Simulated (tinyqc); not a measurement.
Inside a calculation. Method: plane-wave Kohn-Sham cycle with exchange-only LDA in a layered model solid. One step of it, computed by the program tinyqc.

Task: Iteration 2: potential. V_H(G) = 4 pi rho(G)/G^2 for G != 0 (uniform background); v_x = -(3 rho/pi)^(1/3); V = V_ext + V_H + v_x; Fourier components f(G_m) = (1/N) sum_j f(x_j) exp(-i G_m x_j).

A solid whose potential varies along x alone (atomic units):
```
parameter,value
period a,9.400000
cross-section of the cell,29.000000
electrons per cell,4
grid points,16
"plane waves -n..n, n",2
k points,3
V1 in V1 cos(2 pi x/a),-0.130000
V2 in V2 cos(4 pi x/a),-0.120000
```

density after iteration 1 (e/bohr^3): 0.01512893  0.01498811  0.01467589  0.01441451  0.01434558  0.01445910  0.01465748  0.01483234  0.01490126  0.01483234  0.01465748  0.01445910  0.01434558  0.01441451  0.01467589  0.01498811

Give: Potentials on the grid; V(G_m), m = 0, 1, 2, ....

Result:

Potentials on the grid (hartree):
```
x,V_ext,V_H,v_x,V
0.0000,-0.2500,0.0043,-0.2436,-0.4892
0.5875,-0.2050,0.0034,-0.2428,-0.4444
1.1750,-0.0919,0.0011,-0.2411,-0.3319
1.7625,0.0351,-0.0011,-0.2397,-0.2057
2.3500,0.1200,-0.0023,-0.2393,-0.1216
2.9375,0.1346,-0.0022,-0.2399,-0.1075
3.5250,0.0919,-0.0012,-0.2410,-0.1502
4.1125,0.0353,-4.40e-05,-0.2420,-0.2067
4.7000,0.0100,4.24e-04,-0.2423,-0.2319
5.2875,0.0353,-4.40e-05,-0.2420,-0.2067
5.8750,0.0919,-0.0012,-0.2410,-0.1502
6.4625,0.1346,-0.0022,-0.2399,-0.1075
7.0500,0.1200,-0.0023,-0.2393,-0.1216
7.6375,0.0351,-0.0011,-0.2397,-0.2057
8.2250,-0.0919,0.0011,-0.2411,-0.3319
8.8125,-0.2050,0.0034,-0.2428,-0.4444
```

V(G_m), m = 0, 1, 2, ... (hartree): -0.2411  -0.0643  -0.0597  -0.0001  0.0000
